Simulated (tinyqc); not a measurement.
# Free and trapped electrons in a MOS channel with a dense trap tail: effect of the temperature

p-type body, charge-sheet picture, full ionisation (an idealisation for deep acceptors), Boltzmann statistics for free electrons. e = Ec - EF at the surface. Acceptor-like traps of density D(E) = D0 + De exp(-E/Ew) at depth E below Ec, from 0 to Eu, hold n_t = integral of D(E)/(1 + exp((e - E)/Vt)). psi = Eg - Vt ln(Nv/Na) - e; N_dep = sqrt(2 eps0 eps_r Na (psi - Vt)/q); n_f = sqrt(N_dep^2 + 2 eps0 eps_r Vt Nc exp(-e/Vt)/q) - N_dep; Vg = Vfb + psi + q (N_dep + n_t + n_f)/Cox, Cox = eps0 eox/tox.

Nc and Nv are given at 400 K and scale as (T/400 K)^1.5; Eg, Vfb and mf are held fixed. VT is the Vg for n_f = 1e11 cm^-2; swing ln 10 n_f/(dn_f/dVg) at n_f = 1e8 cm^-2; the last three columns are for Vg = VT + 2.2 V, with free share n_f/(n_f + n_t) and field-effect mobility mf q (dn_f/dVg)/Cox; there EF is near the band edge, where Boltzmann statistics are rough.

Inputs (values chosen for the exercise); band and dielectric values close to those of 4H silicon carbide:

| symbol | value | unit | meaning |
|---|---|---|---|
| Eg | 3.26 | eV | band gap |
| eps_r | 9.55 |  | relative permittivity |
| Nc | 2.63e19 | cm^-3 | conduction-band density of states at the reference temperature |
| Nv | 3.91e19 | cm^-3 | valence-band density of states at the reference temperature |
| eox | 3.9 |  | relative permittivity of the insulator |
| tox | 28 | nm | insulator thickness |
| Na | 5.3e15 | cm^-3 | acceptor density |
| Vfb | -2.25 | V | flat-band voltage without trapped charge |
| D0 | 9.9e10 | cm^-2 eV^-1 | constant background density of acceptor-like traps |
| De | 3.3e12 | cm^-2 eV^-1 | density of the tail at the conduction edge |
| Ew | 0.1 | eV | decay energy of the tail |
| Eu | 0.55 | eV | depth below Ec down to which the traps reach |
| mf | 74 | cm^2/(V s) | mobility of free electrons |

Constants: q = 1.602176634e-19 C, kB = 1.380649e-23 J/K, Vt = kB T/q, eps0 = 8.8541878128e-14 F/cm where lengths are in cm. Results are converted to the units shown.

Results:
```
T (K),e at VT (eV),VT (V),q n_t/Cox at VT (V),swing (mV/decade),n_f (cm^-2),free share (%),field-effect mobility (cm^2/(V s))
200,0.05005,1.822,0.3307,81.08,1.628e12,81.66,71.88
250,0.07480,1.694,0.2749,84.96,1.588e12,81.97,70.83
350,0.1308,1.449,0.1850,96.97,1.538e12,83.46,68.83
400,0.1614,1.332,0.1507,105.4,1.523e12,84.50,68.06
450,0.1935,1.219,0.1226,114.1,1.514e12,85.63,67.46
500,0.2270,1.109,0.09951,120.8,1.507e12,86.79,67.01
550,0.2617,1.000,0.08056,127.0,1.502e12,87.94,66.68
```

Estimate the missing row, T = 300 K.

Computed row:
```
T (K),e at VT (eV),VT (V),q n_t/Cox at VT (V),swing (mV/decade),n_f (cm^-2),free share (%),field-effect mobility (cm^2/(V s))
300,0.1018,1.570,0.2262,90.09,1.559e12,82.59,69.77
```

With this row back in the table: As T goes from 200 to 550, VT falls from 1.82 to 1.00 V, its part due to traps falls from 0.331 to 0.0806 V, the swing rises from 81.1 to 127 mV/decade and the field-effect mobility falls from 71.9 to 66.7 cm^2/(V s). On heating the same n_f is reached with EF deeper in the gap, where fewer tail states are filled.

Program tinyqc, `OMP_NUM_THREADS=1 python tinyqc.py 2222241 2222242 out.jsonl`; Intel Xeon 2.30GHz, shared host, one thread, about 0.02 s.
